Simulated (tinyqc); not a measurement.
Two-diode model of a solar cell: one step of the calculation.

J is the current delivered and Vj = V + J Rs the junction voltage. J = X JL - J01 (exp(Vj/(n1 Vt)) - 1) - J02 (exp(Vj/(2 Vt)) - 1) - Vj/Rp. The photocurrent does not depend on voltage.

Problem. New Vj. Maximum power: dP/dVj = f = J (1 + 2 Rs G) - G Vj = 0. G = -dJ/dVj = J01 exp(Vj/(n1 Vt))/(n1 Vt) + J02 exp(Vj/(2 Vt))/(2 Vt) + 1/Rp. H = dG/dVj; f' = -2 G - 2 Rs G^2 + (2 Rs J - Vj) H; Vj(new) = Vj - f/f'.

Inputs (values chosen for the exercise); values of the order met in cells of cadmium telluride:
```
symbol,value,unit,meaning
T,298.15,K,temperature
JL,23.7,mA/cm^2,photocurrent at one sun
X,0.1,suns,concentration
J01,3.4e-17,A/cm^2,saturation current of the first diode
n1,1,,ideality factor of the first diode
Rs,0,ohm cm^2,series resistance
Rp,600,ohm cm^2,shunt resistance
J02,7.6e-10,A/cm^2,saturation current of the second diode (ideality 2)
```

Constants: q = 1.602176634e-19 C, kB = 1.380649e-23 J/K, Vt = kB T/q. Results are converted to the units shown.

Vj after iteration 1 = 0.61699859 V

Find: J; G; H; f; f'; Vj after iteration 2.

Solution.

J = 1.216 mA/cm^2
G = 0.004127 S/cm^2
H = 0.04858 S/(cm^2 V)
f = -1.330 mA/cm^2
f' = -0.03823 S/cm^2
Vj after iteration 2 = 0.5822 V

tinyqc, about 0.01 s, one thread, Intel Xeon 2.30GHz (shared host): `OMP_NUM_THREADS=1 python tinyqc.py 2280018 2280019 out.jsonl`
